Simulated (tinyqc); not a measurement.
Small-signal admittance of a forward-biased p+-n diode: one step of the calculation.

Holes injected into a neutral base of width wb with an ohmic contact at its end; low injection, p0 far above the equilibrium density. A small voltage v exp(i w t), w = 2 pi f, modulates the edge density by p0 v/Vt, and the small-signal density obeys Dp d2p/dx2 = (1/tau + i w) p.

Task. The same by finite differences. 6 equal intervals, h = wb/6; u = small-signal density over its edge value, u_0 = 1, u_6 = 0; u_(i-1) + b u_i + u_(i+1) = 0 with b = -2 - h^2 (1/tau + i w)/Dp; Y = (q Dp p0/(Vt h)) (-b/2 - u_1), which includes the half box at the edge.

Values chosen for this exercise; permittivity close to that of silicon: temperature T = 275 K; hole diffusion coefficient Dp = 8.6 cm^2/s; hole lifetime tau = 5e-8 s; width of the neutral base wb = 22 um; excess hole density at the junction edge p0 = 6.3e11 cm^-3; signal frequency f = 3.5e6 Hz.

Constants: q = 1.602176634e-19 C, kB = 1.380649e-23 J/K, Vt = kB T/q. Results are converted to the units shown.

Give: b; u; Y on the mesh.

Result.

b = -2.3127-0.3438i
u, node 1 to 5: 0.52063-0.14005i  0.25220-0.14491i  0.11243-0.10836i  0.04507-0.06705i  0.01485-0.03120i
Y on the mesh = 0.063507+0.031164i S/cm^2

Program tinyqc, `OMP_NUM_THREADS=1 python tinyqc.py 2890182 2890183 out.jsonl`; Intel Xeon 2.30GHz, shared host, one thread, about 0.01 s.
